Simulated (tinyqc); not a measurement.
# Double-gate transistor below threshold, two-dimensional Poisson equation on a small mesh: effect of half the body thickness

Half of a symmetric double-gate structure: row 0 is the mid-plane of the body, where the normal field vanishes. Mobile charge is neglected (subthreshold), the body is fully depleted, and potentials are counted from the intrinsic level; rows run upward to the gate, columns from source to drain.

Mesh: rows i = 0..12 in the semiconductor (step hs = tb/12, row 12 on the interface), then 8 step(s) ho = tox/8 up to the gate row 20; columns j = 0..80 (step hy = L/80). Box integration, divided by eps0: up_i = eps hy/h of the interval above row i, dn_i = that of the interval below (0 for row 0), lat_i = (sum of eps h/2 over the intervals above and below)/hy, s_i = -q Na w_i hy/eps0 with w_i the semiconductor height of the box (hs/2 for row 0 and the interface row, hs between, 0 in the insulator). Each free node obeys (up + dn + 2 lat) psi = up psi(above) + dn psi(below) + lat [psi(left) + psi(right)] + s. Fixed values: gate row Vg - Vfb; column 0 at Vbi and the last column at Vbi + Vd in the semiconductor, each running linearly to Vg - Vfb across the insulator. The system is solved directly. On row 0 the minimum of psi and its place come from a parabola through the three lowest nodes; barrier = Vbi - minimum, swing = Vt ln 10/(d psi/dVg), DIBL = (d psi/dVd)/(d psi/dVg) there. Lambda = pi/k with k the smallest positive root of tan(k tox) tan(k tb) = eox/eps_r.

Values chosen for this exercise; semiconductor permittivity close to that of silicon:
```
symbol,value,unit,meaning
T,300,K,temperature
eps_r,11.7,,relative permittivity of the semiconductor
eox,3.9,,relative permittivity of the insulator
tox,1.1,nm,insulator thickness
L,56,nm,channel length
Na,0,cm^-3,acceptor density of the depleted body
Vbi,0.49,V,potential of the source
Vfb,0.07,V,gate offset
Vg,0,V,gate voltage
Vd,0.3,V,drain voltage
```

Constants: q = 1.602176634e-19 C, kB = 1.380649e-23 J/K, Vt = kB T/q, eps0 = 8.8541878128e-14 F/cm where lengths are in cm. Results are converted to the units shown.

Result of one run:
```
tb (nm)  L/Lambda  barrier (V)  place y/L  swing (mV/decade)  DIBL (mV/V)
3.2         4.689       0.5590     0.4854              59.61       0.5798
```

What becomes of these results when the half the body thickness tb is changed from 3.2 to 4.2 nm, all else the same?

Result of the changed run:
```
tb (nm)  L/Lambda  barrier (V)  place y/L  swing (mV/decade)  DIBL (mV/V)
4.2         3.948       0.5568     0.4827              59.81        1.894
```

The whole series:
```
tb (nm)  L/Lambda  barrier (V)  place y/L  swing (mV/decade)  DIBL (mV/V)
3.2         4.689       0.5590     0.4854              59.61       0.5798
4.2         3.948       0.5568     0.4827              59.81        1.894
5.6         3.255       0.5502     0.4790              60.40        5.786
7.4         2.669       0.5350     0.4744              61.81        15.11
9.7         2.178       0.5051     0.4685              64.77        34.72
13          1.728       0.4474     0.4599              71.39        78.13
```

As tb goes from 3.2 to 13 nm, the barrier falls from 0.559 to 0.447 V, the swing rises from 59.6 to 71.4 mV a decade and DIBL rises from 0.580 to 78.1 mV/V; the ideal swing is 59.5. L/Lambda goes from 4.7 to 1.7.

Program tinyqc, `OMP_NUM_THREADS=1 python tinyqc.py 2480025 2480026 out.jsonl`; Intel Xeon 2.30GHz, shared host, one thread, about 0.09 s.
